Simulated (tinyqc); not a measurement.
Comparisons within one model: band offset of a heterojunction with an interface dipole (two-band chains, self-consistent charge). A value that a table varies takes the place of the one given here.

Sites alternate A, C. Left: A at -G1/2, C at +G1/2, hopping -t1; right: A at D - G2/2, C at D + G2/2, hopping -t2; the bonds across the two interfaces of a ring (C left to A right, C right to A left) have -sqrt(t1 t2). D is the offset of the mid-gaps, so Ev(right) - Ev(left) = D - (G2 - G1)/2 and Ec(right) - Ec(left) = D + (G2 - G1)/2. The closing bond has its sign reversed (antiperiodic ring). Half the levels are filled with two electrons each. The charge moved is q = (electrons on the left) less one a site; the mean over the two interfaces, q/2, is taken as the charge that crosses each, and its dipole opposes the offset: D = D0 - u q/2.

From here on the ring has 24 cells a side.

Parameters, chosen for this exercise (gaps near those of SiC and SiO2; the chains and D0 are free models, so the offsets are not those of the real pair; the results hold for these values, not for the real material): G1 = 3.12 eV (gap on the left); G2 = 8.6 eV (gap on the right); t1 = 1.69 eV (hopping on the left); t2 = 1.84 eV (hopping on the right); u = 4.3 eV (potential step per electron moved across); D0 = -1.09 eV (mid-gap of the right side above that of the left, without dipole).

## Where the moved charge sits

D = -0.97638 eV

Electrons in cell k from an interface at the self-consistent D, less those at D = 0. Interface 1 joins C left to A right, interface 2 C right to A left. The decay lengths 1/(2 kappa a) are those of mid-gap states, cosh(kappa a) = 1 + G^2/(8 t^2).

Change of the electron count:
```
k  left of 1  right of 1  left of 2  right of 2
1   -0.01944     0.02140   -0.02792     0.03065
2   -0.00196     0.00031   -0.00278     0.00048
3   -0.00026     0.00000   -0.00037     0.00001
4   -0.00004     0.00000   -0.00005     0.00000
5   -0.00001     0.00000   -0.00001     0.00000
6    0.00000     0.00000    0.00000     0.00000
```

decay lengths (cells): left 0.560, right 0.251

Over six cells interface 1 moves -0.0217 electrons to the left side and +0.0217 to the right, interface 2 -0.0311 and +0.0311: each change is a dipole, and the two differ because the bonds join different sites. The first cells hold 94 % of it at interface 1. The tail is longer on the left, where the gap is smaller against the hopping: from k = 2 to 4 it falls by a factor 52.1, and pure mid-gap decay would give 35.6; the exponential carries a prefactor that falls as a power of the distance, so the first cells drop faster.

## Screening of the starting offset

chi = 0.052641 1/eV

D0 is varied; the self-consistent D is found by bisection. chi = dq/dD at D = 0; the linear rule is D = S D0 with S = 1/(1 + u chi/2). The gap of the junction closes (type III) at |D| = (G1 + G2)/2.

Against D0:
```
2 D0/(G1 + G2)  D0 (eV)  q at D0   D (eV)    D/D0  linear (eV)
-0.85            -4.981  -0.5416  -4.1852  0.8402      -4.4746
-0.55            -3.223  -0.2308  -2.8194  0.8748      -2.8953
-0.30            -1.758  -0.1013  -1.5674  0.8916      -1.5793
-0.15            -0.879  -0.0473  -0.7882  0.8967      -0.7896
0.10              0.586   0.0312   0.5260  0.8976       0.5264
0.25              1.465   0.0821   1.3092  0.8937       1.3161
0.50              2.930   0.1988   2.5755  0.8790       2.6321
0.80              4.688   0.4713   3.9707  0.8470       4.2114
0.95              5.567   0.7129   4.5969  0.8257       5.0010
```

D/D0 lies between 0.826 and 0.898, against S = 0.898 from chi at D = 0; the linear rule misses by at most 404 meV. q is odd in D. Less than half of the starting offset is screened, so the natural line-up still counts most.

## Wider gaps screen less

G2 is varied. chi = (q(+0.01) - q(-0.01))/0.02 at D = 0, S = 1/(1 + u chi/2).

Against G2:
```
G2 (eV)  chi (1/eV)       S
0.7         0.27409  0.6292
1.1         0.24347  0.6564
1.5         0.21885  0.6800
2.3         0.18039  0.7205
3.4         0.14160  0.7666
5.5         0.09268  0.8338
7.0         0.06992  0.8693
9.0         0.04916  0.9044
```

chi falls from 0.2741 to 0.0492 1/eV, a factor 5.6, and S rises from 0.629 to 0.904: charge crosses through the tails of states that tunnel into the other gap, and these shorten as the gap widens. u is kept fixed, though a wider gap also screens less and would raise it.

## What each parameter does

Self-consistent D by bisection, q there, and the two offsets. Each row changes one parameter from the base and keeps the others.

Results:
```
case             D (eV)        q  valence offset (eV)  conduction offset (eV)
base            -0.9764  -0.0528              -3.7164                  1.7636
G1 = 3.588 eV   -0.9829  -0.0498              -3.4889                  1.5231
G2 = 9.89 eV    -0.9968  -0.0434              -4.3818                  2.3882
t1 = 1.943 eV   -0.9711  -0.0553              -3.7111                  1.7689
t2 = 2.116 eV   -0.9696  -0.0560              -3.7096                  1.7704
D0 = -1.254 eV  -1.1222  -0.0613              -3.8622                  1.6178
u = 4.945 eV    -0.9614  -0.0520              -3.7014                  1.7786
```

The largest shifts from the base row, up to three for each result and ties (the steps differ in size, so this ranks the rows, not the parameters). D (eV): D0 -0.1459, G2 -0.0204, u +0.0149. q: G2 +0.0095, D0 -0.0084, t2 -0.0031. valence offset (eV): G2 -0.6654, G1 +0.2275, D0 -0.1459. conduction offset (eV): G2 +0.6246, G1 -0.2405, D0 -0.1459.

tinyqc: `OMP_NUM_THREADS=1 python tinyqc.py 1482249 1482250 out.jsonl`; about 0.5 s, one thread, shared Intel(R) Xeon(R) Processor @ 2.30GHz.
